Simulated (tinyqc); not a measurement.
Worked calculation: Ewald sum of point charges, fluorite, strained along z by a factor 1.01, lattice. Computed by tinyqc, a small Python program that keeps every step. Command: `OMP_NUM_THREADS=1 python tinyqc.py 28920 28921 out.jsonl` (the two numbers bound the seeds that draw the settings). One thread of a shared host (Intel(R) Xeon(R) Processor @ 2.60GHz), about 0.05 s of CPU time with the checks.

## Ewald sum with eta = 0.357 1/bohr

cell vectors (rows) (bohr):
```
          1         2         3
1  0.000000  5.020000  5.070000
2  5.020000  0.000000  5.070000
3  5.020000  5.020000  0.000000
```

Charges:
```
q                f1        f2        f3
4.000000   0.000000  0.000000  0.000000
-2.000000  0.250000  0.250000  0.250000
-2.000000  0.750000  0.750000  0.750000
```

Real space: 1/2 sum q_i q_j erfc(eta r)/r over all images with r > 0; reciprocal space: (2 pi/V) sum_(G != 0) exp(-G^2/4 eta^2)/G^2 |S(G)|^2 with S(G) = sum q exp(i G.r); self term -eta/sqrt(pi) sum q^2; background -pi Q^2/(2 V eta^2), Q the total charge.

Real-space shells (first ones):
```
r (bohr)   pairs  sum (hartree)
4.361929      16      -0.405683
5.020000       8       0.035894
5.070000       4       0.016530
7.099352      12       0.002285
7.134795      24       0.004246
8.332300      32      -0.000398
8.392629      16      -0.000173
8.723858      16       0.000039
10.040000     12       1.91e-06
10.140000      6       7.25e-07
10.946599     16      -1.91e-07
10.992590     32      -3.33e-07
```

Reciprocal shells (first ones that count):
```
G^2 (1/bohr^2)  vectors  sum (hartree)
1.167248              8       0.273152
1.535832              2       0.100746
1.566579              4       0.185975
4.238912              8       0.000182
4.300406             16       0.000318
4.668990              8       0.000284
7.372070             16       4.48e-07
7.433564              8       1.97e-07
7.709909              8       4.41e-07
7.802148              8       3.64e-07
7.832895              8       3.41e-07
10.382242             8       4.34e-10
```

## The total does not depend on eta

The same sums for other eta.

Totals (hartree per cell):
```
eta            real  reciprocal       self  background        total
0.357000  -0.347257    0.560659  -4.833976    0.000000  -4.62057422
0.460000  -0.061605    1.669684  -6.228653    0.000000  -4.62057422
0.642000  -0.001075    4.073534  -8.693033    0.000000  -4.62057422
```

shortest distance = 4.361929 bohr

Madelung constant -E d / (formula units |q+ q-|) = 2.519327
